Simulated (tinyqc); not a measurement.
Heisenberg magnet: exchange from energy differences, ordering vector, linear spin waves and ordering temperature. Changing the temperature T. Computed by tinyqc, a small Python program. Command: `OMP_NUM_THREADS=1 python tinyqc.py 3030706 3030707 out.jsonl magnon sweep`. One thread of a shared host (Intel(R) Xeon(R) Processor @ 2.30GHz), about 1 s of CPU time with the checks.

H = -sum over pairs <ij> J_ij S_i.S_j - K sum_i (S_i^z)^2, each pair once, J > 0 ferromagnetic. First neighbours: 12 at a (0.5, 0.5, 0), second: 6 at a (1, 0, 0), with all permutations and signs.

Inputs (values chosen for the exercise, for a model magnet):
```
quantity                  value  unit
exchange J1               0.244   meV
exchange J2               0.052   meV
spin S                        2     -
single-ion anisotropy K  0.0029   meV
mesh divisions n             20     -
```

Lattice: fcc. Order: ferromagnetic.

Constants: k_B = 8.617333262e-05 eV/K.

Method:
- J(q) = J1 g1(q) + J2 g2(q), g_s(q) = sum over shell s of cos(q.R).
- g_s(q) = sum over shell s of cos(q.R), z1 = g1(0). E(q) = S [J(0) - J(q)] + (2S - 1) K, J(q) = J1 g1 + J2 g2. The factor 2S - 1 removes the anisotropy for S = 1/2.
- Mesh: q = sum_i (m_i + 1/2)/n b_i, m_i = 0..n-1, b = [[-1, 1, 1], [1, -1, 1], [1, 1, -1]] in 2 pi/a; <..> is the mean over the mesh.
- n = 1/(exp(E/(k_B T)) - 1); no zero-point loss; thermal loss <n>; moment = S less the losses.

One run for each value:
```
temperature T (K)  thermal loss  moment <S^z>
8.7                      0.0195         1.981
11.0                     0.0293         1.971
13.0                     0.0397         1.960
17.0                     0.0657         1.934
20.0                     0.0899         1.910
25.0                     0.1380         1.862
31.0                     0.2060         1.794
39.0                     0.3090         1.691
```

Describe and explain the trends.

Over the rows, thermal loss rises from 0.0195 to 0.309 (exponent d ln y / d ln x between 1.7 and 1.9); moment <S^z> falls from 1.98 to 1.69 (exponent d ln y / d ln x -0.021 between the first rows and -0.26 between the last). Bloch's law for a gapless three-dimensional ferromagnet has the exponent 3/2; a gap or a coarse mesh steepens the low rows, and once k_B T nears the band width the exponent sinks towards 1.

Caution (rows 39.0): with so many magnons their interaction matters and linear theory fails.

Extremes, crossings and ranges named in words are read from the listed rows.
